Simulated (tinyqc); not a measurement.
Thin (001) film in sp3s* tight binding with raised dangling bonds, step by step. Values are carried at full precision from step to step, so a last printed digit may differ when a step is redone from the rounded ones.

sp3s* tight binding, nearest neighbours only: anion (a) at 0, cation (c) at a/4 (1,1,1), orbitals s, px, py, pz, s* on each; k in units of 2 pi/a. With phases e_j = exp(i (pi/2) k.n_j) for n = (1,1,1), (1,-1,-1), (-1,1,-1), (-1,-1,1): g0 = (e1+e2+e3+e4)/4, g1 = (e1+e2-e3-e4)/4, g2 = (e1-e2+e3-e4)/4, g3 = (e1-e2-e3+e4)/4. The diagonal holds the levels Esa, Epa, Exa (s*) and Esc, Epc, Exc. Anion-cation block: <sa|sc> = Vss g0; <sa|xc> = Vsapc g1; <xa|sc> = -Vscpa g1; <xa|xc> = Vxx g0; <xa|yc> = <ya|xc> = Vxy g3, <xa|zc> = <za|xc> = Vxy g2, <ya|zc> = <za|yc> = Vxy g1; <s*a|xc> = Vxapc g1; <xa|s*c> = -Vpaxc g1; y and z take g2 and g3 in place of g1; s-s* and s*-s* vanish.

Parameters, chosen for this exercise (out of a larger set: near a published set for SiC, fitted to gaps, whose masses and valley positions are rough; not measured data): p = (-8.516, 2.132, -4.841, 4.331, 9.718, 9.312, -12.495, 3.028, 5.916, 9.536, 9.131, 8.635, 4.363) eV (order Esa, Epa, Esc, Epc, Exa, Exc, Vss, Vxx, Vxy, Vsapc, Vscpa, Vxapc, Vpaxc); N = 5 (atomic planes in the small film); dl = 5 eV (shift of the dangling hybrids).

## Bulk edges along [001]

Gap at Gamma and minimum on (0,0,kz), kz from 0.5 to 1, from the bulk Ev. States at zero in-plane momentum come from this line alone.

edges (eV): Gamma 5.9408, Delta 2.4129

kz of the minimum = 1.0000 2 pi/a

## The two blocks of the small film

Planes alternate anion (a), cation (c) along [001], a/4 apart, starting with an anion; zero in-plane momentum; levels counted from the bulk Ev, the lower root of [[Epa, Vxx], [Vxx, Epc]]; no spin-orbit coupling. Block of s, pz, s*: from an anion to the cation above, Vss/2 (s,s), Vsapc/2 (s,z), -Vscpa/2 (z,s), Vxx/2 (z,z), Vxapc/2 (s*,z), -Vpaxc/2 (z,s*); to the cation below the same with the s-z and s*-z signs reversed. Block of u = (px + py)/sqrt2 and v = (px - py)/sqrt2: to the cation above (Vxx + Vxy)/2 for u and (Vxx - Vxy)/2 for v, to the cation below the reverse. Each surface atom has two dangling sp3 hybrids; raising both by dl adds (dl/2) [[1, t], [t, 1]] to its s, pz levels (t = -1 at the bottom face, +1 at the top) and dl to the one of u, v in whose plane the missing bonds lie (v for a bottom anion or a top cation, u for a top anion).

Fill them in.

s, pz, s* block (eV), rows sa1, za1, *a1, sc2, zc2, *c2, sa3, za3, *a3, sc4, zc4, *c4, sa5, za5, *a5 and columns alike:
```
[[-6.026, -2.500, 0, -6.247, 4.768, 0, 0, 0, 0, 0, 0, 0, 0, 0, 0],
 [-2.500, 4.622, 0, -4.566, 1.514, -2.182, 0, 0, 0, 0, 0, 0, 0, 0, 0],
 [0, 0, 9.708, 0, 4.317, 0, 0, 0, 0, 0, 0, 0, 0, 0, 0],
 [-6.247, -4.566, 0, -4.851, 0, 0, -6.247, 4.566, 0, 0, 0, 0, 0, 0, 0],
 [4.768, 1.514, 4.317, 0, 4.321, 0, -4.768, 1.514, -4.317, 0, 0, 0, 0, 0, 0],
 [0, -2.182, 0, 0, 0, 9.302, 0, 2.182, 0, 0, 0, 0, 0, 0, 0],
 [0, 0, 0, -6.247, -4.768, 0, -8.526, 0, 0, -6.247, 4.768, 0, 0, 0, 0],
 [0, 0, 0, 4.566, 1.514, 2.182, 0, 2.122, 0, -4.566, 1.514, -2.182, 0, 0, 0],
 [0, 0, 0, 0, -4.317, 0, 0, 0, 9.708, 0, 4.317, 0, 0, 0, 0],
 [0, 0, 0, 0, 0, 0, -6.247, -4.566, 0, -4.851, 0, 0, -6.247, 4.566, 0],
 [0, 0, 0, 0, 0, 0, 4.768, 1.514, 4.317, 0, 4.321, 0, -4.768, 1.514, -4.317],
 [0, 0, 0, 0, 0, 0, 0, -2.182, 0, 0, 0, 9.302, 0, 2.182, 0],
 [0, 0, 0, 0, 0, 0, 0, 0, 0, -6.247, -4.768, 0, -6.026, 2.500, 0],
 [0, 0, 0, 0, 0, 0, 0, 0, 0, 4.566, 1.514, 2.182, 2.500, 4.622, 0],
 [0, 0, 0, 0, 0, 0, 0, 0, 0, 0, -4.317, 0, 0, 0, 9.708]]
```

u, v block (eV), rows ua1, va1, uc2, vc2, ua3, va3, uc4, vc4, ua5, va5 and columns alike:
```
[[2.122, 0, 4.472, 0, 0, 0, 0, 0, 0, 0],
 [0, 7.122, 0, -1.444, 0, 0, 0, 0, 0, 0],
 [4.472, 0, 4.321, 0, -1.444, 0, 0, 0, 0, 0],
 [0, -1.444, 0, 4.321, 0, 4.472, 0, 0, 0, 0],
 [0, 0, -1.444, 0, 2.122, 0, 4.472, 0, 0, 0],
 [0, 0, 0, 4.472, 0, 2.122, 0, -1.444, 0, 0],
 [0, 0, 0, 0, 4.472, 0, 4.321, 0, -1.444, 0],
 [0, 0, 0, 0, 0, -1.444, 0, 4.321, 0, 4.472],
 [0, 0, 0, 0, 0, 0, -1.444, 0, 7.122, 0],
 [0, 0, 0, 0, 0, 0, 0, 4.472, 0, 2.122]]
```

## Levels of the small film

Diagonalise both blocks.

levels of the s, pz, s* block (eV): [-18.262, -14.849, -11.898, -5.215, 2.169, 3.276, 3.668, 4.895, 6.033, 6.690, 9.708, 10.488, 12.063, 12.602, 16.088]

levels of the u, v block (eV): [-2.184, -2.184, -0.796, -0.796, 6.211, 6.211, 7.798, 7.798, 8.978, 8.978]

1 level lies between 0 and the bulk edge 2.413 eV: 2.169 eV.

## Checks

- Lowest conduction level of 201 planes, with the dangling hybrids shifted far away, against the bulk edge: both 2.413.

Run: tinyqc, `OMP_NUM_THREADS=1 python tinyqc.py 1450193 1450194 out.jsonl`; Intel(R) Xeon(R) Processor @ 2.30GHz, one thread, shared host; about 0.4 s of CPU time with all checks.
